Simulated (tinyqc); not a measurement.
Admittance spectroscopy and thermally stimulated current of one trap level in a depletion layer: one step, computed by the program tinyqc. Command: `OMP_NUM_THREADS=1 python tinyqc.py 3113175 3113176 out.jsonl admit walk`. One thread of a shared host (Intel(R) Xeon(R) Processor @ 2.30GHz), about 0.01 s of CPU time with the checks.

A Schottky junction on n-type material holds one donor-like electron trap; shallow donors are fully ionised and abrupt depletion edges are assumed.

Question. Temperature of the peak. N_c = 2 (2 pi m k_B T/h^2)^(3/2), v_th = sqrt(3 k_B T/m), emission rate e_n = sigma v_th N_c exp(-E_t/(k_B T)). Where the level crosses the Fermi level capture equals emission, so the trap follows the signal with the rate 2 e_n; G/omega peaks at omega = 2 e_n (the correction for large N_t/N is left out). Solve 2 e_n(T_p) = 2 pi f.

Inputs (values chosen for the exercise, modelled on n-type 4H-SiC): density-of-states mass m = 0.8 m_0; shallow doping N = 9.5e+16 1/cm^3; trap depth E_t below the band = 0.307 eV; capture cross section sigma = 2.3e-14 cm^2; test frequency f = 1000 Hz.

Constants: k_B = 1.380649e-23 J/K; m_0 = 9.1093837015e-31 kg; h = 6.62607015e-34 J s; k_B = 8.617333262e-05 eV/K.

Give: peak temperature T_p; N_c at T_p; e_n at T_p; E_c - E_F = k_B T_p ln(N_c/N).

Answer.

peak temperature T_p = 176.36 K

N_c at T_p = 8.0931e+18 1/cm^3

e_n at T_p = 3141.6 1/s

E_c - E_F = k_B T_p ln(N_c/N) = 0.067550 eV
